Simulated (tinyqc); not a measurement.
## Thin-film transistor with exponential tail and deep states, accumulation layer: effect of the characteristic temperature of the tail

An undoped film in accumulation, thicker than the space-charge layer. With band bending psi the Fermi level lies E0 - psi below the band edge. Free electrons n = n0 exp(psi/Vt) carry the current; electrons in two exponential distributions of traps, a = a0 exp(psi/Va) and d = d0 exp(psi/Vp), do not. Linear regime, ohmic contacts, traps in equilibrium.

Va = kB Tt/q, Vp = kB Td/q; n0 = Nc exp(-E0/Vt), a0 = Nt th(T/Tt) exp(-E0/Va), d0 = Nd th(T/Td) exp(-E0/Vp), th(x) = pi x/sin(pi x). G(psi) = sum over the three kinds of c0 [V (exp(psi/V) - 1) - psi], field F = sqrt(2 q G/(eps0 eps_r)); Vg = psi + eps0 eps_r F/Ci at the surface. Total charge Q = Ci (Vg - psi_s); free charge Qf = q times the integral of n0 (exp(psi/Vt) - 1)/F over psi from 0 to psi_s; I = (W/L) mb Qf Vd; effective mobility mb Qf/Q.

Parameters, values chosen for the exercise; values close to those of amorphous silicon:

| symbol | value | unit | meaning |
|---|---|---|---|
| T | 270 | K | temperature |
| eps_r | 11.8 |  | relative permittivity of the semiconductor |
| Nc | 3.7e19 | cm^-3 | density of extended states |
| mb | 9.5 | cm^2/(V s) | band mobility |
| Nt | 7.1e19 | cm^-3 | total density of tail states |
| Nd | 4.8e17 | cm^-3 | total density of deep states |
| Td | 1140 | K | characteristic temperature of the deep states |
| E0 | 0.54 | eV | bulk Fermi level below the band edge |
| Ci | 100 | nF/cm^2 | gate capacitance |
| WL | 5 |  | ratio W/L |
| Vd | 0.1 | V | drain voltage |
| Vg | 4.2 | V | gate voltage above flat band |

Constants: q = 1.602176634e-19 C, kB = 1.380649e-23 J/K, Vt = kB T/q, eps0 = 8.8541878128e-14 F/cm where lengths are in cm. Results are converted to the units shown.

Result of one run:

| Tt (K) | E0 - psi_s (eV) | Q (nC/cm^2) | free share (%) | effective mobility (cm^2/(V s)) | I (nA) |
|---|---|---|---|---|---|
| 380 | 0.09286 | 375.3 | 2.849 | 0.2706 | 50.78 |

What becomes of these results when the characteristic temperature of the tail Tt is changed from 380 to 620 K, all else the same?

Result of the changed run:

| Tt (K) | E0 - psi_s (eV) | Q (nC/cm^2) | free share (%) | effective mobility (cm^2/(V s)) | I (nA) |
|---|---|---|---|---|---|
| 620 | 0.1357 | 379.6 | 0.3742 | 0.03555 | 6.747 |

The whole series:

| Tt (K) | E0 - psi_s (eV) | Q (nC/cm^2) | free share (%) | effective mobility (cm^2/(V s)) | I (nA) |
|---|---|---|---|---|---|
| 340 | 0.09114 | 375.1 | 3.222 | 0.3061 | 57.42 |
| 380 | 0.09286 | 375.3 | 2.849 | 0.2706 | 50.78 |
| 420 | 0.09740 | 375.7 | 2.247 | 0.2134 | 40.10 |
| 460 | 0.1035 | 376.3 | 1.667 | 0.1584 | 29.80 |
| 500 | 0.1106 | 377.1 | 1.189 | 0.1130 | 21.30 |
| 540 | 0.1184 | 377.8 | 0.8249 | 0.07836 | 14.80 |
| 580 | 0.1269 | 378.7 | 0.5601 | 0.05321 | 10.07 |
| 620 | 0.1357 | 379.6 | 0.3742 | 0.03555 | 6.747 |

As Tt goes from 340 to 620 K, the free share falls from 3.22 to 0.374 %, the distance of the Fermi level from the edge rises from 0.0911 to 0.136 eV and the current falls from 57.4 to 6.75 nA. Q varies by only 1.2 %: the gate sets the charge, the traps decide how much of it moves. For Tt = 340 to 420 K the th form, which assumes a Fermi level far below the edge, overcounts the filled tail at the surface by more than 15 %.

Computed by the program tinyqc: `OMP_NUM_THREADS=1 python tinyqc.py 2610022 2610023 out.jsonl`, one thread of a shared Intel Xeon 2.30GHz, about 0.02 s for the whole run.
